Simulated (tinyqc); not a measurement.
# Charge imbalance from the loss of breakdown voltage

Question. In a superjunction of pillar doping N and length Lp an imbalance dl lowers BV by q |dl| N Lp^2/(4 eps0 eps_r), as long as the field reaches through the pillar. Find |dl| and the net dose error |dl| N wp.

Inputs (values chosen for the exercise):
```
symbol,value,unit,meaning
eps_r,11.3,,relative permittivity of the semiconductor
wp,4,um,width of each pillar
```

Constants: q = 1.602176634e-19 C, eps0 = 8.8541878128e-14 F/cm where lengths are in cm. Results are converted to the units shown.

BV balanced and BV measured (V): 670  539.21740
N = 5.4329541e15 cm^-3
Lp = 27.415764 um

Solution. The loss is linear in |dl|; its sign cannot be told from BV.

|dl| = 8.000 %
dose error = 1.739e11 cm^-2

tinyqc, about 0.01 s, one thread, Intel Xeon 2.30GHz (shared host): `OMP_NUM_THREADS=1 python tinyqc.py 2590109 2590110 out.jsonl`
